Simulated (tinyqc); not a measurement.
Inside a calculation. Model: one-dimensional ballistic tunnel FET, two-band WKB.

Program tinyqc, `OMP_NUM_THREADS=1 python tinyqc.py 2620059 2620060 out.jsonl`; Intel Xeon 2.30GHz, shared host, one thread, about 0.01 s. Printed values are rounded.

A p-type source for x < 0 with its Fermi level at 0 and its valence edge at ds; in the channel the bands fall as D exp(-x/lam) towards their flat values, with the conduction edge at Ec = ds - dP and D = dP + Eg. The gate moves dP one to one. The drain Fermi level lies at -Vd and the drain side reflects nothing. For w = E - Ec between 0 and dP an electron crosses the gap. Two-band dispersion with equal masses m: inside the gap kappa = sqrt(m u (1 - u/Eg)/C), u the distance from a band edge, C = hbar^2/(2 m0).

Values chosen for this exercise; band and dielectric values close to those of indium arsenide:
- T = 350 K (temperature)
- Eg = 0.346 eV (band gap)
- m = 0.028 m0 (band-edge mass of the two-band model)
- lam = 5.6 nm (screening length of the source junction)
- ds = 0.05 eV (source valence edge above the source Fermi level)
- Vd = 0.3 V (drain bias)
- g = 1 (number of degenerate subbands (spin apart))
- dP = 0.43 eV (tunnelling window Ev(source) - Ec(channel))
- w0 = 0.13 eV (energy above the channel conduction edge)
- nc = 7 (cells of the path)
- nE = 13 (points of the energy grid)

Constants: q = 1.602176634e-19 C, kB = 1.380649e-23 J/K, hbar = 1.054571817e-34 J s, h = 6.62607015e-34 J s, m0 = 9.1093837015e-31 kg, Vt = kB T/q, hbar^2/(2 m0) = 0.0380998212 eV nm^2. Results are converted to the units shown.

Range of the model: Where S is below about 2 the WKB prefactor of 1 is a rough guess.

## The path through the gap by the midpoint rule

At w = w0 the path runs from xa = lam ln(D/(w + Eg)) to xb = lam ln(D/w); u(x) = w + Eg - D exp(-x/lam) is the height above the valence edge. Cut it into nc equal cells: S = 2 (cell width) times the sum of kappa at the centres.

xa = 2.73691 nm
xb = 10.0051 nm

| cell | x (nm) | u (eV) | kappa (1/nm) |
|---|---|---|---|
| 0 | 3.25607 | 0.042144 | 0.164924 |
| 1 | 4.29437 | 0.115569 | 0.237832 |
| 2 | 5.33268 | 0.176568 | 0.252077 |
| 3 | 6.37099 | 0.227243 | 0.239417 |
| 4 | 7.40929 | 0.269342 | 0.209416 |
| 5 | 8.44760 | 0.304317 | 0.164144 |
| 6 | 9.48591 | 0.333372 | 0.094561 |

S = 2.82912

## The exponent in closed form

S(w) = 2 lam int_0^Eg kappa(u) du/(w + Eg - u) = 2 pi lam sqrt(m/(C Eg)) [w + Eg/2 - sqrt(w (w + Eg))], T(w) = exp(-S). The common triangular estimate is S = (4/3) lam sqrt(m/C) Eg^1.5/(dP + Eg) for all w.

S(w0) = 2.78158
T(w0) = 0.0619405
triangular S = 1.67879

The midpoint value is 1.7 % above the closed form, and the triangular estimate 40 % below it.

## Current on a coarse grid

S(w) = 2 lam int_0^Eg kappa(u) du/(w + Eg - u) = 2 pi lam sqrt(m/(C Eg)) [w + Eg/2 - sqrt(w (w + Eg))], T(w) = exp(-S). I = g (2 q^2/h) int_0^dP T(w) [f(E) - f(E + Vd)] dw, E = ds - dP + w, f(x) = 1/(1 + exp(x/Vt)). Simpson's rule on nE equally spaced points.

| point | w (eV) | T(w) | difference of the f |
|---|---|---|---|
| 0 | 0.000000 | 1.40342e-4 | 0.0658341 |
| 1 | 0.035833 | 0.00899882 | 0.187787 |
| 2 | 0.071667 | 0.0253620 | 0.431325 |
| 3 | 0.107500 | 0.0468140 | 0.713246 |
| 4 | 0.143333 | 0.0713034 | 0.890499 |
| 5 | 0.179167 | 0.0973706 | 0.962732 |
| 6 | 0.215000 | 0.124026 | 0.984559 |
| 7 | 0.250833 | 0.150618 | 0.982925 |
| 8 | 0.286667 | 0.176729 | 0.955611 |
| 9 | 0.322500 | 0.202097 | 0.870298 |
| 10 | 0.358333 | 0.226570 | 0.672151 |
| 11 | 0.394167 | 0.250066 | 0.384656 |
| 12 | 0.430000 | 0.272552 | 0.160050 |

I = 3.03075 uA

A converged quadrature gives 3.031 uA; this grid is 0.020 % below that.
